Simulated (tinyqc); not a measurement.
What each parameter does: type-II superlattice in the two-band Kane model.

Motion along the axis, period d = a + b, c = hbar^2/2m0. Conduction and light-hole bands couple: (E - Ec)(E - Ev) = Ep c k^2 in each layer, with mass m(E) = (E - Ev)/Ep, which may be negative. The conduction envelope psi and psi'/m(E) are continuous; a layer carries them by [[cos kt, (m/k) sin kt], [-(k/m) sin kt, cos kt]] (cosh and sinh for k^2 < 0), and cos(q d) = tr(M_B M_A)/2. C1 is the first miniband above EvB, with its bottom at tr/2 = +1 and its top at -1; the gap is the bottom of C1 less the top heavy-hole level HH1.

Heavy holes are uncoupled: with e = EvB - E, p = sqrt(mhB e/c), w = sqrt(mhA (EvB - EvA - e)/c), the top level HH1 at q = 0 solves (p/mhB) tan(p b/2) = (w/mhA) tanh(w a/2).

Constants: hbar^2/2m0 = 3.80998211 eV angstrom^2.

Inputs chosen for the exercise (near those of an InAs/GaSb superlattice; shifted at random, so the results belong to these values and not to a real crystal):
- a = 37 angstrom (layer A)
- b = 30 angstrom (layer B)
- EcA = 0 eV (conduction edge of A)
- EvA = -0.411 eV (valence edge of A)
- EcB = 0.938 eV (conduction edge of B)
- EvB = 0.137 eV (valence edge of B)
- EpA = 14.5 eV (coupling energy in A)
- EpB = 18.1 eV (coupling energy in B)
- mhA = 0.35 m0 (heavy hole in A)
- mhB = 0.26 m0 (heavy hole in B)

Bottom and width of C1, HH1 and the gap.

Results for these values:
```
case  C1 (eV)  width (meV)  HH1 (eV)  gap (meV)
base   0.2777         94.8    0.0555      222.2
```

What happens to each result for a = 34 angstrom, all else kept?

Answer: C1 rises from 0.2777 to 0.3010; width rises from 94.8 to 103.0; HH1 does not change at the printed digits; gap rises from 222.2 to 245.5.

The same for each parameter in turn:
```
case             C1 (eV)  width (meV)  HH1 (eV)  gap (meV)
base              0.2777         94.8    0.0555      222.2
a = 34 angstrom   0.3010        103.0    0.0555      245.5
b = 27 angstrom   0.2685        108.8    0.0426      225.9
EvB = 0.117 eV    0.2764         91.7    0.0364      240.0
EcB = 0.988 eV    0.2844         88.7    0.0555      229.0
EvA = -0.441 eV   0.2740         92.7    0.0542      219.8
EpA = 15.7 eV     0.2842        100.3    0.0555      228.8
mhB = 0.3 m0      0.2777         94.8    0.0609      216.8
```

Computed by tinyqc, a small Python program: `OMP_NUM_THREADS=1 python tinyqc.py 1281849 1281850 out.jsonl` (the numbers bound the seed that draws the inputs); one thread of a shared host (Intel(R) Xeon(R) Processor @ 2.30GHz), about 0.06 s for the whole set of steps.
